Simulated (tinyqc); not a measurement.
p-n diode with diffusion and depletion-layer recombination: two steps of the calculation.

Abrupt junction in the depletion approximation, low injection, full ionisation, neutral widths fixed, ohmic contact on the p side. Vj is the junction voltage; where a series resistance Rs is given, V = Vj + J Rs is the terminal voltage.

Parameters, values chosen for the exercise; band and dielectric values close to those of gallium arsenide: temperature T = 450 K; band gap Eg = 1.42 eV; relative permittivity eps_r = 13.1; conduction-band density of states at T Nc = 8.03e17 cm^-3; valence-band density of states at T Nv = 1.62e19 cm^-3; acceptor density Na = 2.2e17 cm^-3; donor density Nd = 4e16 cm^-3; electron lifetime tn = 1e-9 s; hole lifetime tp = 8e-8 s; series resistance Rs = 0.016 ohm cm^2; trap level above the intrinsic level Et = -0.01 eV; junction voltage at which recombination is evaluated Vj = 0.87 V; terminal voltage V = 0.8 V.

Constants: q = 1.602176634e-19 C, kB = 1.380649e-23 J/K, Vt = kB T/q, eps0 = 8.8541878128e-14 F/cm where lengths are in cm. Results are converted to the units shown.

Problem 1. Recombination in the depleted layer. ni = sqrt(Nc Nv) exp(-Eg/(2 Vt)), Eg in volts. Vbi = Vt ln(Na Nd/ni^2), W = sqrt(2 eps0 eps_r (Vbi - Vj)(1/Na + 1/Nd)/q), xp = W Nd/(Na + Nd), xn = W Na/(Na + Nd); u(x) = q Na (x + xp)^2/(2 eps0 eps_r) for x < 0 and Vbi - Vj - q Nd (xn - x)^2/(2 eps0 eps_r) for x > 0; p = Na exp(-u/Vt), n = Nd exp((u - Vbi + Vj)/Vt); U = ni^2 (exp(Vj/Vt) - 1)/(tp (n + ni exp(Et/Vt)) + tn (p + ni exp(-Et/Vt))); J_scr = q times the integral of U from -xp to xn. Trapezoid rule on 15 equal steps.

Wanted: W; x; u; n; p; U; J_scr.

Solution 1.

W = 106.9 nm
x, point 0 to 15 (nm): [-16.44, -9.32, -2.19, 4.93, 12.06, 19.18, 26.31, 33.43, 40.56, 47.68, 54.80, 61.93, 69.05, 76.18, 83.30, 90.43]
u, point 0 to 15 (V): [0.0000, 0.0077, 0.0309, 0.0650, 0.0973, 0.1267, 0.1534, 0.1772, 0.1983, 0.2165, 0.2319, 0.2445, 0.2544, 0.2614, 0.2656, 0.2670]
n, point 0 to 15 (cm^-3): [4.093e13, 4.994e13, 9.070e13, 2.191e14, 5.032e14, 1.075e15, 2.138e15, 3.953e15, 6.800e15, 1.088e16, 1.620e16, 2.243e16, 2.889e16, 3.461e16, 3.858e16, 4.000e16]
p, point 0 to 15 (cm^-3): [2.200e17, 1.803e17, 9.929e16, 4.111e16, 1.790e16, 8.374e15, 4.213e15, 2.278e15, 1.324e15, 8.276e14, 5.560e14, 4.015e14, 3.117e14, 2.602e14, 2.334e14, 2.251e14]
U, point 0 to 15 (cm^-3 s^-1): [4.033e22, 4.886e22, 8.452e22, 1.536e23, 1.548e23, 9.539e22, 5.139e22, 2.827e22, 1.651e22, 1.034e22, 6.947e21, 5.018e21, 3.896e21, 3.252e21, 2.918e21, 2.814e21]
J_scr = 0.07845 A/cm^2

Problem 2. New Vj. Diffusion current alone: J = J0 (exp(Vj/Vt) - 1), g = Vj + J Rs - V, g' = 1 + Rs J0 exp(Vj/Vt)/Vt, Vj(new) = Vj - g/g'.

Vj after iteration 1 = 0.91795999 V
J0 = J0n + J0p = 8.3164762e-10 A/cm^2

Wanted: J; g; g'; Vj after iteration 2.

Solution 2.

J = 15.87 A/cm^2
g = 0.3719 V
g' = 7.549
Vj after iteration 2 = 0.8687 V

Numbers from tinyqc (`OMP_NUM_THREADS=1 python tinyqc.py 2260003 2260004 out.jsonl`; about 0.01 s on one thread of a shared Intel Xeon 2.30GHz).
